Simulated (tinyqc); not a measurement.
What moves the results: six-band hole subbands of a thin body in a field. A value that a table varies takes the place of the one given here.

Basis X, Y, Z times spin, hole energies counted downwards from the unstrained edge (the hydrostatic shift is left out), c = hbar^2/2m0. For a symmetric tensor T let C(T) have C_XX = L Txx + M (Tyy + Tzz), C_XY = N Txy (cyclic), L = c (g1 + 4 g2), M = c (g1 - 2 g2), N = 6 c g3. k = q + kz n, n the unit normal, q = k1 u + k2 v with u along the channel [1-10] and v = n x u. H = C(k k^T) + (Dso/3)(1 - L.sigma) - B + e F z with (L_k)_ij = -i epsilon_kij; B is the block C built from the traceless strain with 2b, -b and sqrt(3) d in place of L, M, N. Strain: exx = eyy = (s11 + s12) sx/2, ezz = s12 sx, exy = -s44 sx/4. Hard walls at z = 0 and t; basis sin(j pi z/t), j = 1 to Nz: kz^2 = (j pi/t)^2, kz = -i D with D_jl = 4 j l/(t (j^2 - l^2)), z_jj = t/2 and z_jl = -8 t j l/(pi (j^2 - l^2))^2 for j + l odd; 1 MV/cm = 0.01 eV/angstrom.

Nz = 14. E1 is the top subband at q = 0, gap the distance to the next pair, and the masses are c q^2/(E(q) - E1) at |q| = 0.02 1/angstrom (mean of the spin pair) along the channel [1-10] and across it in the plane; a dash marks a band that does not rise.

Constants: hbar^2/2m0 = 3.80998211 eV angstrom^2.

Values chosen for the exercise (near those of a p-type Si channel; the results hold for these values, not for the real material):
- g1 = 4.27 (Luttinger gamma1)
- g2 = 0.34 (gamma2)
- g3 = 1.45 (gamma3)
- Dso = 0.043 eV (spin-orbit splitting)
- b = -2.14 eV (tetragonal potential)
- d = -4.72 eV (trigonal potential)
- S = (7.57, -2.14, 12.44) 1/TPa (compliances s11, s12, s44)
- face = 110 (surface)
- t = 35 angstrom (body thickness)
- F = 0.8 MV/cm (field across the body)
- sx = -1.5 GPa (stress along the channel [1-10], negative in compression)

## Stress along the channel

Each row has its own sx.

Results:

| sx (GPa) | E1 (meV) | gap (meV) | m channel | m across |
|---|---|---|---|---|
| -3.0 | -0.6 | 69.8 | 0.114 | 0.279 |
| -2.0 | 35.1 | 69.8 | 0.114 | 0.279 |
| -1.0 | 70.8 | 69.8 | 0.114 | 0.279 |
| -0.5 | 88.6 | 69.7 | 0.115 | 0.279 |
| 0.0 | 106.4 | 69.6 | 0.115 | 0.279 |
| 0.5 | 124.1 | 69.3 | 0.115 | 0.279 |
| 1.0 | 141.7 | 68.3 | 0.116 | 0.279 |

Under 2 GPa of compression the channel mass goes from 0.115 to 0.114 m0, the mass across at 0.279; the gap to the next subband is 70, 70 and 68 meV at -2, 0 and +1 GPa. The lightest channel mass of the table, 0.114 m0, is at -3.0, -2.0 and -1.0 GPa. Compression changes the channel mass little here, since confinement on this face has already singled out the orbital that the stress favours.

## Surface orientation and number of bands

Three faces, six bands; and four bands, with Dso set to 1000 eV.

Results:

| case | E1 (meV) | gap (meV) | m channel | m across |
|---|---|---|---|---|
| (001) 6 bands | 199.7 | 78.8 | 0.166 | 2.522 |
| (001) 4 bands | 221.0 | 86.9 | 0.216 | 0.480 |
| (110) 6 bands | 53.0 | 69.8 | 0.114 | 0.279 |
| (110) 4 bands | 156.8 | 179.5 | 0.148 | 0.293 |
| (111) 6 bands | 121.2 | 86.3 | 0.140 | 1.133 |
| (111) 4 bands | 148.2 | 150.6 | 0.175 | 0.201 |

With six bands the top subband is shallowest on (110) (53.0 meV) and deepest on (001). Without the stress E1 would be 242.6, 106.4 and 163.3 meV, so the stress moves it by -42.9, -53.4 and -42.2 meV. The lightest channel mass is on (110) (0.114 m0). Dropping the split-off band moves E1 by 21.3, 103.8 and 27.0 meV and the gap by 8.2, 109.7 and 64.3 meV on the three faces, with Dso = 43 meV.

## What each parameter does

Six bands. Each row changes one parameter from the base and keeps the others.

Results:

| case | E1 (meV) | gap (meV) | m channel (m0) | m across (m0) |
|---|---|---|---|---|
| base | 53.0 | 69.8 | 0.114 | 0.279 |
| t = 45 angstrom | 52.9 | 69.7 | 0.114 | 0.279 |
| F = 1.1 MV/cm | 75.1 | 86.2 | 0.114 | 0.279 |
| sx = -2 GPa | 35.1 | 69.8 | 0.114 | 0.279 |
| g3 = 1.35 | 79.8 | 91.8 | 0.118 | 0.279 |
| g2 = 0.39 | 58.5 | 74.1 | 0.114 | 0.287 |
| Dso = 0.065 eV | 59.2 | 69.9 | 0.115 | 0.279 |
| d = -3.78 eV | 60.5 | 69.8 | 0.114 | 0.279 |

The largest shifts from the base row, up to three for each result and ties (the steps differ in size, so this ranks the rows, not the parameters). E1 (meV): g3 +26.8, F +22.2, sx -17.8. gap (meV): g3 +22.0, F +16.4, g2 +4.3; unchanged at the printed digits by sx and d. m channel (m0): g3 +0.004, Dso +0.000; unchanged at the printed digits by t, F, sx, g2 and d. m across (m0): g2 +0.008; unchanged at the printed digits by t, F, sx, g3, Dso and d.

Program tinyqc; command `OMP_NUM_THREADS=1 python tinyqc.py 1281040 1281041 out.jsonl`; about 0.6 s on one thread of a shared Intel(R) Xeon(R) Processor @ 2.30GHz.
